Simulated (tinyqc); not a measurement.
Deep-level transient spectroscopy: amplitude against reverse bias.

Schottky contact on an n-type layer with shallow donors Nd (all ionised) and a donor-like deep trap, neutral when filled and positive when empty; depletion approximation. Traps within lam of the depletion edge stay filled. A long pulse to Vp fills the traps beyond x1 = Wp - lam; back at Vr those between x1 and x2 = Wr - lam emit. A rate window reads S = C(t2) - C(t1).

lam = sqrt(2 eps0 eps_r (EF - ET)/(q Nd)), EF - ET = Et - (kB T/q) ln(Nc(T)/Nd), Nc(T) = Nc (T/300 K)^1.5. In the steady state at the band bending V, 2 eps0 eps_r V/q = Nd W^2 + Nt (W - lam)^2 (the second term only if W > lam). W(t)^2 = Wr^2 + (Nt/Nd)(x2^2 - x1^2) exp(-en t), C = eps0 eps_r/W; for small Nt, dC/C = -(Nt/2 Nd) G exp(-en t) with G = (x2^2 - x1^2)/Wr^2. Listed at t = 0.

Parameters, values chosen for the exercise; material values close to those of silicon:
```
symbol,value,unit,meaning
eps_r,11.5,,relative permittivity
Nc,2.8e19,cm^-3,conduction-band density of states at 300 K
Nd,5.1e14,cm^-3,shallow donor density
Vbi,0.71,V,built-in voltage
Et,0.39,eV,depth of the trap below the conduction edge
Nt,3.1e13,cm^-3,trap density
Vp,0.2,V,reverse bias during the filling pulse
T,263,K,temperature of the transient
```

Constants: q = 1.602176634e-19 C, kB = 1.380649e-23 J/K, eps0 = 8.8541878128e-14 F/cm where lengths are in cm. Results are converted to the units shown.

Amplitude against reverse bias:

| Vr (V) | Wr (nm) | G | dC(0)/C (%) | 2 Nd \|dC\|/C (cm^-3) |
|---|---|---|---|---|
| 0.7 | 1849 | 0.2236 | -0.6726 | 6.860e12 |
| 2.3 | 2690 | 0.4924 | -1.464 | 1.493e13 |
| 4 | 3358 | 0.6025 | -1.782 | 1.818e13 |
| 5.6 | 3882 | 0.6605 | -1.949 | 1.988e13 |
| 7.3 | 4371 | 0.7011 | -2.065 | 2.106e13 |
| 8.9 | 4784 | 0.7287 | -2.144 | 2.187e13 |
| 10.6 | 5188 | 0.7511 | -2.207 | 2.252e13 |
| 12.2 | 5540 | 0.7679 | -2.255 | 2.300e13 |

G rises from 0.224 to 0.768, since lam = 606 nm and x1 weigh less in a wider layer. The simple estimate 2 Nd |dC|/C reaches 22.1 % of the true Nt in the first row and 74.2 % in the last. That is below G (76.8 %), since with Nt/Nd = 0.061 dC/C is no longer linear in Nt.

tinyqc, about 0.01 s, one thread, Intel Xeon 2.30GHz (shared host): `OMP_NUM_THREADS=1 python tinyqc.py 2050140 2050141 out.jsonl`
